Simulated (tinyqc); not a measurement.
FinFET, parasitic resistance, capacitance and delay: effect of the supply voltage.

Nf fins under one contact; each has gated perimeter p = 2 Hf + Wf and cross-section A = Hf Wf; contact width Wc = Nf pf, stack height Hs = Hf. Contact length Lc = CPP - Lg - 2 Lsp, shared by two neighbouring gates. Source and drain sides are equal. The formulas are first-order estimates, not field solutions.

Epitaxy sheet resistance Rsh = re/te, transfer length LT = sqrt(rc/Rsh), contact Rc = [sqrt(rc Rsh)/Wc] coth(Lc/(2 LT)); extension of one fin Rx = rx Lsp/A. With N fins: gate Cg = Cinv p N Lg; per side, plate Cp = ks eps0 [Wc (Hs + Hc) - N A]/Lsp, top fringe Cf = (2/pi) ks eps0 Wc ln(1 + Lg/(2 Lsp)), overlap Co = Cinv p N Lov. One fin: I = p Q vx u/(1 + |u|^1.8)^(1/1.8), Q = Cinv n Vt ln(1 + exp((Vg' - VT + dl Vd')/(n Vt))), u = Vd' mu/(vx Lg), Vg' = Vgs - v, Vd' = Vds - 2 v, with the drop on each side v = Rc (sum of I) + Rx I. Ieff = [I(Vgs = Vdd, Vds = Vdd/2) + I(Vdd/2, Vdd)]/2, total currents. With Cs = Cp + Cf + Co, the load of an inverter of two such devices driving an equal one is CL = 2 (Cg + 2 Cs) + 4 Cs + Cw (own drains counted twice for the Miller effect); delay CL Vdd/(2 Ieff).

Values chosen for this exercise; values close to those of silicon logic devices:
- T = 300 K (temperature)
- Nf = 1 (number of fins)
- Hf = 50 nm (fin height)
- Wf = 7 nm (fin width)
- pf = 42 nm (fin pitch)
- CPP = 42 nm (contacted gate pitch)
- Lg = 20 nm (gate length)
- Lsp = 7 nm (spacer length)
- ks = 3.3 (relative permittivity of the spacer)
- Hc = 30 nm (gate height above the channel stack)
- rc = 1.7e-9 ohm cm^2 (contact resistivity)
- re = 0.00044 ohm cm (resistivity of the source-drain epitaxy)
- te = 25 nm (current-carrying depth of the epitaxy)
- rx = 0.00044 ohm cm (resistivity of the extension)
- Lov = 1.5 nm (gate overlap)
- Cinv = 2.9 uF/cm^2 (inversion capacitance)
- vx = 1.3e7 cm/s (injection velocity)
- mu = 150 cm^2/(V s) (apparent mobility)
- VT = 0.21 V (threshold at zero drain voltage)
- dl = 0.035 V/V (barrier lowering)
- n = 1.09 (subthreshold factor)
- Cw = 0.18 fF (wire load)

Constants: q = 1.602176634e-19 C, kB = 1.380649e-23 J/K, eps0 = 8.8541878128e-12 F/m, Vt = kB T/q. Results are converted to the units shown.

The same in every row: Rc (ohm) = 1017; Rx/N (ohm) = 88.00; CL (aF) = 447.4.

Effect of the supply voltage:
```
Vdd (V)  Ieff (uA)  delay (ps)
0.45         27.78       3.623
0.55         43.61       2.821
0.65         60.56       2.401
0.75         77.98       2.152
0.85         95.64       1.988
0.95         113.4       1.873
```

As Vdd goes from 0.45 to 0.95 V, Ieff rises from 27.8 to 113 uA, CL stays at 447 aF and the delay falls from 3.62 to 1.87 ps.

Numbers from tinyqc (`OMP_NUM_THREADS=1 python tinyqc.py 2170020 2170021 out.jsonl`; about 0.02 s on one thread of a shared Intel Xeon 2.30GHz).
